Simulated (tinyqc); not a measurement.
# Nanowire ballistic transistor, top-of-the-barrier model: effect of the valley degeneracy

At the top of the source barrier, states moving towards the drain are filled by the source (Fermi level 0) and states moving back by the drain (Fermi level -q Vd); nothing scatters. U is the shift of the band edge there, set by the capacitances CG, CD and CS (the total) and by the charge. Parabolic one-dimensional subband; the source is grounded.

N0 = gv sqrt(2 m kB T/pi)/hbar, CG = 2 pi eps0 eox/ln(1 + 2 tox/d), CS = CG/aG, n0 = n at U = 0 and Vd = 0. eta1 = -(E0 + U)/Vt, eta2 = eta1 - Vd/Vt, n = (N0/2)[F_(-1/2)(eta1) + F_(-1/2)(eta2)], F_(-1/2)(x) = (1/sqrt(pi)) int_0^infinity u^(-1/2)/(1 + exp(u - x)) du. U = UL + q (n - n0)/CS with UL = -(aG Vg + aD Vd), energies in eV. I = gv (2 q^2/h) Vt [ln(1 + exp eta1) - ln(1 + exp eta2)]. CQ = (q/Vt) dn/d(eta1). E0 is held fixed.

Parameters, values chosen for the exercise; mass and valleys close to those of a monolayer dichalcogenide:
- T = 250 K (temperature)
- m = 0.506 m0 (effective mass)
- eox = 3.9 (relative permittivity of the gate insulator)
- tox = 1.7 nm (insulator thickness)
- d = 6 nm (wire diameter)
- aG = 0.9 (gate control CG/CS)
- aD = 0.092 (drain control CD/CS)
- E0 = 0.36 eV (band edge at the barrier top above the source Fermi level at zero bias)
- Vg = 0.8 V (gate voltage)
- Vd = 0.8 V (drain voltage)

Constants: q = 1.602176634e-19 C, kB = 1.380649e-23 J/K, hbar = 1.054571817e-34 J s, h = 6.62607015e-34 J s, m0 = 9.1093837015e-31 kg, Vt = kB T/q, eps0 = 8.8541878128e-14 F/cm where lengths are in cm. Results are converted to the units shown.

Result of one run:

| eta1 | n (cm^-1) | I (uA) | mean velocity I/(q n) (cm/s) | CQ/CS |
|---|---|---|---|---|
| 3.418 | 1.206e7 | 23.04 | 1.192e7 | 2.810 |

Which valley degeneracy gv gave this result: 1, 3, 4 or 6?

gv = 4.

The whole series:

| gv | eta1 | n (cm^-1) | I (uA) | mean velocity I/(q n) (cm/s) | CQ/CS |
|---|---|---|---|---|---|
| 1 | 11.99 | 5.877e6 | 20.01 | 2.125e7 | 0.3437 |
| 2 | 7.402 | 9.188e6 | 24.71 | 1.679e7 | 0.8916 |
| 3 | 4.860 | 1.102e7 | 24.38 | 1.380e7 | 1.715 |
| 4 | 3.418 | 1.206e7 | 23.04 | 1.192e7 | 2.810 |
| 6 | 1.963 | 1.312e7 | 20.97 | 9.981e6 | 5.268 |

As gv goes from 1 to 6, n rises from 5.88e6 to 1.31e7 cm^-1, the mean velocity falls from 2.12e7 to 9.98e6 cm/s and the current goes from 20.0 through a maximum of 24.7 (at gv = 2 among the rows listed) to 21.0 uA. CQ/CS goes from 0.34 to 5.3. In every row higher subbands of the wire, left out here, could begin to fill.

Computed by the program tinyqc: `OMP_NUM_THREADS=1 python tinyqc.py 2400017 2400018 out.jsonl`, one thread of a shared Intel Xeon 2.30GHz, about 0.03 s for the whole run.
